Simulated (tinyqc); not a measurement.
Conduction-band offset of an n-N heterojunction from carrier-profile moments: two steps of the calculation.

Layer 1 (x < 0) accumulates electrons and layer 2 (x > 0) is depleted. Boltzmann statistics. The bands bend down by V1 in layer 1 and up by V2 in layer 2, with V1 + V2 = VD = dE + Vt ln[(N2/Nc2)/(N1/Nc1)].

Parameters, values chosen for the exercise; values of the order of III-V alloys: temperature T = 300 K; relative permittivity of both layers eps_r = 13.4; density of states of the narrow-gap layer 1 Nc1 = 7.1e17 cm^-3; density of states of the wide-gap layer 2 Nc2 = 5.3e17 cm^-3; conduction-band offset dE = 0.25 eV; donor density in layer 1 N1 = 2.7e16 cm^-3; donor density in layer 2 N2 = 2e16 cm^-3; fixed charge at the interface si = 0 cm^-2.

Constants: q = 1.602176634e-19 C, kB = 1.380649e-23 J/K, Vt = kB T/q, eps0 = 8.8541878128e-14 F/cm where lengths are in cm. Results are converted to the units shown.

Problem 1. Division of the diffusion potential. Sheet densities from the first integral: Q1 = sqrt((2 eps0 eps_r Vt N1/q)(exp(u1) - u1 - 1)) extra electrons, Q2 = sqrt((2 eps0 eps_r Vt N2/q)(exp(-u2) + u2 - 1)) missing ones, u = V/Vt; neutrality Q1 = Q2 + si. Q1 - Q2 rises steadily with V1, so V1 follows by bisection.

Wanted: VD; V1; V2; Q1; n at x = 0-; n at x = 0+.

Solution 1.

VD = 0.2498 V
V1 = 0.05361 V
V2 = 0.1962 V
Q1 = 2.246e11 cm^-2
n at x = 0- = 2.148e17 cm^-3
n at x = 0+ = 1.012e13 cm^-3

n drops across the interface by 21200 = (Nc1/Nc2) exp(dE/Vt).

Problem 2. Offset from the moments. A C-V profile smears n(x) but keeps its zeroth and first moments: si = -int (N - n) dx, VD = (q/(eps0 eps_r)) int (N - n) x dx, dE = VD - Vt ln[(N2/Nc2)/(N1/Nc1)]. Use the trapezoidal rule on each side.

```
left point	-x (nm)	n in layer 1 (cm^-3)
0	0	2.14781e17
1	0.616	2.00167e17
2	3.73	1.47021e17
3	10.7	8.99212e16
4	22.6	5.48633e16
5	40.4	3.80029e16
6	65	3.07797e16
7	97	2.80680e16
8	137	2.72330e16
9	186	2.70368e16
```

```
right point	x (nm)	n in layer 2 (cm^-3)
0	0	1.01204e13
1	18.9	7.71580e13
2	46.5	7.70153e14
3	78.8	4.37326e15
4	115	1.14958e16
5	153	1.68267e16
6	194	1.90839e16
7	237	1.97664e16
8	282	1.99451e16
9	329	1.99880e16
```

Give: si; VD; dE.

Solution 2.

si = 1.276e10 cm^-2
VD = 0.2481 V
dE = 0.2483 eV

On these few points dE comes out -1.7 meV from the true 0.25 eV, and si misses by 1.3e10 cm^-2, 5.7 % of Q1.

Computed by the program tinyqc: `OMP_NUM_THREADS=1 python tinyqc.py 2410054 2410055 out.jsonl`, one thread of a shared Intel Xeon 2.30GHz, about 0.07 s for the whole run.
